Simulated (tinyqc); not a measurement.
# Threshold-voltage variability of a planar MOSFET, analytic estimates: two studies

Three independent sources add in quadrature: random dopants in the depleted layer, metal-gate grains of two orientations, and roughness of the two gate edges acting through the roll-off VT = VT(long) - Vr exp(-L/l). These are first-order estimates: no three-dimensional electrostatics, no percolation.

Values chosen for this exercise; material values close to those of silicon: temperature T = 300 K; band gap Eg = 1.11 eV; relative permittivity of the semiconductor eps_r = 11.8; conduction-band density of states at T Nc = 2.82e19 cm^-3; valence-band density of states at T Nv = 2.66e19 cm^-3; channel doping Na = 3.2e17 cm^-3; oxide-equivalent thickness in inversion ti = 1.6 nm; gate length L = 25 nm; gate width W = 53 nm; metal grain size G = 5 nm; work-function difference of the two grain orientations dW = 0.3 eV; share of the orientation of higher work function p = 0.3; rms roughness of one gate edge De = 0.7 nm; correlation length of the roughness La = 15 nm; decay length of the threshold roll-off l = 5.6 nm; prefactor of the roll-off Vr = 2.2 V.

Constants: q = 1.602176634e-19 C, kB = 1.380649e-23 J/K, Vt = kB T/q, eps0 = 8.8541878128e-14 F/cm where lengths are in cm. Results are converted to the units shown.

Each table varies one quantity; the others keep the values above.

## Effect of the gate length

ni = sqrt(Nc Nv) exp(-Eg/(2 Vt)), Eg in volts; Cox = 3.9 eps0/ti; Wd = sqrt(4 eps0 eps_r Vt ln(Na/ni)/(q Na)); dopants: s1 = (q/Cox) sqrt(Na Wd/(3 L W)). Grains: Ng = L W/G^2 (at least 1), s2 = dW sqrt(p (1 - p)/Ng). Edges, with exponential correlation and u = W/La: the mean gate length has sL^2 = 2 De^2 (2/u)[1 - (1 - exp(-u))/u]; s3 = sL (Vr/l) exp(-L/l). s = sqrt(s1^2 + s2^2 + s3^2). l and Vr are held fixed.

Effect of the gate length:
```
L (nm)	s1 (mV)	s2 (mV)	s3 (mV)	s (mV)	s sqrt(L W) (mV um)
15	21.043	24.379	17.109	36.467	1.0282
18	19.210	22.255	10.013	31.057	0.95926
22	17.376	20.130	4.9018	27.040	0.92334
26	15.983	18.517	2.3996	24.579	0.91240
32	14.407	16.691	0.82192	22.064	0.90867
38	13.221	15.317	0.28152	20.236	0.90813
46	12.016	13.921	0.067467	18.390	0.90805
55	10.989	12.732	0.013525	16.818	0.90804
```

Read the table: what changes, and by how much?

As L goes from 15 to 55 nm, s falls from 36.5 to 16.8 mV. The grains are the largest source in the first and the last row. The product s sqrt(L W) falls from 1.03 to 0.908 mV um: s1 and s2 go as 1/sqrt(L W), so the change comes from s3 alone. In every row the depletion depth exceeds L, so source and drain share much of the charge and s1 is rough.

## Effect of the oxide-equivalent thickness in inversion

Same model as above.

l and Vr are held fixed.

The same in every row: s2 (mV) = 18.88; s3 (mV) = 2.869.

Effect of the oxide-equivalent thickness in inversion:
```
ti (nm)	s1 (mV)	s (mV)	s sqrt(L W) (mV um)
0.8	8.150	20.77	0.7559
1.2	12.22	22.68	0.8255
1.6	16.30	25.11	0.9140
2	20.37	27.93	1.017
2.4	24.45	31.03	1.129
2.8	28.52	34.33	1.250
3.2	32.60	37.78	1.375
```

What does the table show?

As ti goes from 0.8 to 3.2 nm, s rises from 20.8 to 37.8 mV. The largest source is the grains in the first row and the dopants in the last. s1 goes on average as ti^(1.00). In every row the depletion depth exceeds L, so source and drain share much of the charge and s1 is rough.

tinyqc, about 0.01 s, one thread, Intel Xeon 2.30GHz (shared host): `OMP_NUM_THREADS=1 python tinyqc.py 2090071 2090072 out.jsonl`
